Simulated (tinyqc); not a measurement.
Gain factor and gap resistance from two string resistances.

Question. At small bit-line voltage each of the 64 cells has the resistance 1/(K x) at overdrive x (no mobility reduction) in series with a gap resistance Rg. Find K, Rg and the share of the gaps at the higher overdrive.

resistance of a string of 64 equal cells at overdrives of 3.8 and 7.3 V (kohm): 2113.0105  1305.5123

Solution. The resistance per cell is a straight line in 1/x with slope 1/K and intercept Rg.

K = 10.00 uA/V^2
Rg = 6.700 kohm
share of the gaps = 32.85 %

tinyqc, about 0.8 s, one thread, Intel Xeon 2.30GHz (shared host): `OMP_NUM_THREADS=1 python tinyqc.py 2142116 2142117 out.jsonl`
